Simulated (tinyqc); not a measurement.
Band folding and unfolding in a supercell of a chain: one step. Folded levels and Fourier components.

A chain with hopping -t and n = 5 sites a supercell. H(K) has v_j on the diagonal, -t between neighbours and -t exp(2 pi i K) on the bond that closes the cell (from the last site to the first of the next cell). The point K holds the n wave vectors k_m = (K + m)/n of the primitive zone, in 2 pi/a, m = 0 to n - 1, with E0 = -2t cos(2 pi k_m). The unfolding weight of a state c on k_m is |sum_j c_j exp(-2 pi i k_m j)|^2/n, j = 0 to n - 1.

Parameters, chosen for this exercise:
- t = 1.14 eV (hopping)
- v = (0.638, 0.197, -0.516, -0.516, 0.197) eV (site energies in the supercell)
- Kq = 0.26 2 pi/(n a) (wave vector in the small zone)

Task: List k_m and E0; V_q = (1/n) sum_j v_j exp(-2 pi i q j/n) couples k_m to k_(m+q).

Give: Folded band; V_0, V_1, ....

Result:

Folded band:
```
m  k_m (2 pi/a)  E0 (eV)
0        0.0520  -2.1594
1        0.2520   0.0287
2        0.4520   2.1771
3        0.6520   1.3169
4        0.8520  -1.3632
```

V_0, V_1, ... (eV): 0.0000  0.3189  0.0001

Computed by tinyqc, a small Python program: `OMP_NUM_THREADS=1 python tinyqc.py 1450560 1450561 out.jsonl` (the numbers bound the seed that draws the inputs); one thread of a shared host (Intel(R) Xeon(R) Processor @ 2.30GHz), about 0.01 s for the whole set of steps.
